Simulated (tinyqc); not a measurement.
Three-phonon processes in a diatomic chain: dispersion, energy and momentum conservation, and decay channels of optical phonons: one step, computed by the program tinyqc. Command: `OMP_NUM_THREADS=1 python tinyqc.py 3120233 3120234 out.jsonl threeph walk`. One thread of a shared host (Intel(R) Xeon(R) Processor @ 2.30GHz), about 0.05 s of CPU time with the checks.

Cell length a, two atoms, one spring constant. x = q a/pi runs from -1 to 1; A and O are the acoustic and optical branches. Matrix elements are not computed: only conservation laws and occupation factors are followed.

Problem. Decay of the zone-centre phonon. omega^2 = k (1/m + 1/M) -/+ k sqrt((1/m + 1/M)^2 - 4 sin^2(pi x/2)/(m M)); nu = 15.6333042 THz x sqrt(omega^2) for eV/(angstrom^2 u). O(0) -> A(x) + A(-x) needs nu_A(x) = nu_O(0)/2, which gives sin^2(pi x/2) = (3/16)(m + M)^2/(m M). Full width at half maximum Gamma = Gamma_0 (1 + 2 n), n = 1/(exp(h nu_A/(k_B T)) - 1); lifetime = 1/(2 pi c Gamma).

Inputs (values chosen for the exercise, for a model chain):
```
quantity                        value  unit
light mass m                       27     u
heavy mass M                     39.4     u
temperature T                     500     K
zero-temperature width Gamma_0    2.1  1/cm
```

optical top = 19.91551 THz

Constants: h x 1 THz = 4.135667696 meV; k_B = 8.617333262e-05 eV/K; c = 299792458 m/s.

Give: x of the products; their frequency; occupation n; width Gamma; lifetime.

Solution.

x of the products = 0.6870

their frequency = 9.958 THz

occupation n = 0.6247

width Gamma = 4.724 1/cm

lifetime = 1.124 ps
